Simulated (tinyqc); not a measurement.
Charge state against the Fermi level: deep level with several charge states.

Energies from Ev. The defect has charge states +1, 0, -1 with weights 1, gm exp((EF - E1)/kT), exp((2 EF - E1 - E2)/kT); the shares are the weights over their sum. Boltzmann carriers: n = Nc exp((EF - Eg)/kT), p = Nv exp(-EF/kT). Neutrality: p - n + Nd + Nt <q> = 0.

Constants: kB = 8.617333262e-05 eV/K.

Parameters, chosen for this exercise (gap and densities of states near those of GaN at this temperature; shifted at random, so the results belong to these values and not to a real crystal): E1 = 2.572 eV (level (+1/0) above Ev); E2 = 2.275 eV (level (0/-1) above Ev); gm = 2 (degeneracy of the middle state, the others 1); T = 250 K.

Shares:

| EF (eV) | +1 | 0 | -1 | <q> |
|---|---|---|---|---|
| 0.207 | 1.000 | 0.000 | 0.000 | 1.000 |
| 0.483 | 1.000 | 0.000 | 0.000 | 1.000 |
| 0.759 | 1.000 | 0.000 | 0.000 | 1.000 |
| 1.035 | 1.000 | 0.000 | 0.000 | 1.000 |
| 1.311 | 1.000 | 0.000 | 0.000 | 1.000 |
| 1.587 | 1.000 | 0.000 | 0.000 | 1.000 |
| 1.862 | 1.000 | 0.000 | 0.000 | 1.000 |
| 2.138 | 1.000 | 0.000 | 0.000 | 1.000 |
| 2.414 | 0.707 | 0.001 | 0.293 | 0.414 |
| 2.690 | 0.000 | 0.000 | 1.000 | -1.000 |
| 2.966 | 0.000 | 0.000 | 1.000 | -1.000 |
| 3.242 | 0.000 | 0.000 | 1.000 | -1.000 |

What can be read from this table?

E2 lies below E1 (negative U = -0.297 eV), so the charge goes from +1 to -1 near (E1 + E2)/2 = 2.423 eV, two electrons at once; the middle state never exceeds a share of 0.00101.

Program tinyqc; command `OMP_NUM_THREADS=1 python tinyqc.py 1681382 1681383 out.jsonl`; about 0.01 s on one thread of a shared Intel(R) Xeon(R) Processor @ 2.30GHz.
